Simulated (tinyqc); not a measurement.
Spin curve: spin coating of a resist or spin-on film: centrifugal thinning, evaporation and the final thickness (Emslie and Meyerhofer models). Computed by tinyqc, a small Python program. Command: `OMP_NUM_THREADS=1 python tinyqc.py 3113920 3113921 out.jsonl spincoat walk`. One thread of a shared host (Intel(R) Xeon(R) Processor @ 2.30GHz), about 0.06 s of CPU time with the checks.

A Newtonian film stays uniform over the wafer; solvent and solids have the same density and the concentration is uniform through the thickness.

Inputs (values chosen for the exercise, of the order of those of a polymer resist in an ester solvent):
```
quantity                                 value          unit
solids volume fraction c0                 0.18             -
kinematic viscosity of the solvent nu_s    1.9        mm^2/s
viscosity constant k                      5900        mm^2/s
viscosity exponent gamma                   2.3             -
spin speed f                              3000           rpm
evaporation rate at 1000 rpm e0           0.11  micrometre/s
starting thickness h0                      100    micrometre
wafer radius R                              50            mm
```

Method:
- omega = 2 pi f/60; nu(c) = nu_s + k c^gamma; evaporation rate e = e0 sqrt(f/1000 rpm).
- Flow constant K = 2 omega^2/(3 nu(c0)); Reynolds number of the air omega R^2/nu_air with nu_air = 15 mm^2/s.
- Meyerhofer estimate: flow rules until (1 - c0) K h^3 = e, then evaporation alone: h_w = (e/((1 - c0) K))^(1/3), dry film c0 h_w.
- Full model for solids s and liquid l per area, h = s + l, c = s/h: ds/dt = -c Q, dl/dt = -(1 - c) Q - e, Q = 2 omega^2 h^3/(3 nu(c)); integrated adaptively (relative tolerance 1e-9) until l = 0.

dry film, estimate = 1337.51 nm

Dry film against speed:
```
f (rpm)  full model (nm)  estimate (nm)  time to dry (s)
500               3690.4         3276.2           246.91
1000              2614.4         2316.6           124.32
1500              2135.6         1891.5            83.07
2000              1849.9         1638.1            62.37
3000              1510.6         1337.5            41.63
4000              1308.3         1158.3            31.24
6000              1068.3          945.8            20.84
```

What follows from these numbers?

The full thickness goes as f^-0.499; the estimate as (e/omega^2)^(1/3) = f^(-1/2). The time to dry goes as f^-0.99. A thickness window of 1 % allows a speed error of about 2 %.
